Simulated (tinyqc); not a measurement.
# Heat flow across a film from the phonon Boltzmann equation in the relaxation-time approximation, step by step

A worked calculation. Computed by tinyqc, a small Python program that keeps every step. Command: `OMP_NUM_THREADS=1 python tinyqc.py 3011715 3011716 out.jsonl slabbte walk`. One thread of a shared host (Intel(R) Xeon(R) Processor @ 2.30GHz), about 0.01 s of CPU time with the checks. Intermediate numbers are printed to about 6 digits and carried at full precision; extremes and crossings named in words are read from the listed rows.

Two black walls, hot at x = 0 and cold at x = L, emit phonons isotropically. For one free path Lambda, with tau = x/Lambda, tau_L = L/Lambda and phi = (T - T_cold)/Delta T, energy balance gives phi(tau) = (1/2) [E2(tau) + int_0^tau_L phi(s) E1(|tau - s|) ds]; E_n are the exponential integrals. The flux over the ballistic flux C v Delta T/4 is psi = 1 - 2 int_0^tau_L phi(s) E2(s) ds, and kappa_eff/kappa = (3/4) tau_L psi. kappa = C v Lambda/3 is an input, so at fixed kappa a longer free path means a smaller C v.

Inputs (values chosen for the exercise, modelled on indium phosphide):
```
quantity                             value     unit
bulk conductivity kappa               66.9  W/(m K)
film thickness L                      1200       nm
wall temperature difference Delta T    2.3        K
free path Lambda_1                     110       nm
cells n in the small system              4        -
```

Free-path groups: one.

## The small linear system for Lambda_1

Cut the film into n equal cells with constant phi, collocated at the centres c_i: the kernel integrates to A_ij = |E2(|c_i - e_j|) - E2(|c_i - e_(j+1)|)|/2 for cell edges e_j, and A_ii = 1 - E2(half a cell); solve (1 - A) phi = E2(c)/2; psi = 1 - 2 sum_j phi_j [E3(e_j) - E3(e_(j+1))].

optical thickness tau_L = 10.9091

1 - A, lower triangle (symmetric):
```
            1           2           3          4
1   0.0882350
2  -0.0426811   0.0882350
3  -0.0013730  -0.0426811   0.0882350
4  -0.0000603  -0.0013730  -0.0426811  0.0882350
```

right-hand side E2(c)/2: 0.0441175  0.00143644  6.34085e-05  3.13895e-06

flux weights E3(e_j) - E3(e_(j+1)): 0.487620  0.0118549  4.99419e-04  2.42228e-05

## Temperature profile and flux in the small system

In short, (1 - A) phi = b and psi = 1 - 2 sum_j w_j phi_j, with b the right-hand side and w_j the flux weights; the cells divide 0 to tau_L.

phi at the cell centres: 0.795953  0.598626  0.401374  0.204047

psi, small system = 0.209151

## Fine solution for Lambda_1

Use 150 and 300 cells and extrapolate psi = (4 psi(300) - psi(150))/3. The jump at the hot wall is 1 - phi there (linear extrapolation from the first two of 300 cells). Two-flux (diffusion with slip) formula: psi = 1/(1 + 3 tau_L/4).

psi for Lambda_1 = 0.108142

kappa_eff/kappa for Lambda_1 = 0.884800

jump at the wall / Delta T for Lambda_1 = 0.0474874

psi, two-flux formula = 0.108911

The small system misses psi by +93.40 %, since its cells are thicker than a free path, and the two-flux formula by +0.7 %. Transport is nearly diffusive: the jumps are small.

## Conductivity, flux and boundary resistance of the film

Each group is solved on its own with 150 and 300 cells, psi = (4 psi(300) - psi(150))/3, and weighted by its share of kappa. Flux J = kappa_eff Delta T/L; apparent boundary resistance per wall (L/kappa_eff - L/kappa)/2.

kappa_eff = 59.1931 W/(m K)

kappa_eff/kappa = 0.884800

flux J = 0.113453 GW/m^2

apparent resistance per wall = 1.16771 m^2 K/GW

## Exact and approximate size effects

Two-flux: kappa_eff/kappa = sum f_i/(1 + 4 Lambda_i/(3 L)). Matthiessen with the thickness: sum f_i/(1 + Lambda_i/L). Ballistic limit: sum f_i 3 L/(4 Lambda_i).

Kappa_eff/kappa:
```
L (nm)  Boltzmann   two-flux  Matthiessen  ballistic limit
3.3     0.0218692  0.0220049    0.0291262           0.0225
11      0.0686777  0.0697674    0.0909091            0.075
28       0.156113   0.160305     0.202899         0.190909
66       0.300287   0.310345        0.375             0.45
160      0.506863   0.521739     0.592593          1.09091
440      0.737916       0.75          0.8                3
1100     0.875620   0.882353     0.909091              7.5
2800     0.947386   0.950226     0.962199          19.0909
```

The two-flux formula lies above the Boltzmann result by at most about 3.3 % (at L = 66 nm); the Matthiessen form is high by up to 33 %, since it misses the factor 3/4 of the ballistic limit. The thinnest film reaches 97 % of that limit, and the thickest, 25 Lambda_1, only 95 % of the bulk value. Rows below about 10 nm are near the phonon wavelength, where a particle picture fails.

Checks made by the program: symmetry phi(tau) + phi(tau_L - tau) = 1 (relative difference below 1e-10); thick-film limit psi = 1/(3 tau_L/4 + 1.0657) at tau_L = 20 (relative difference 2e-04).
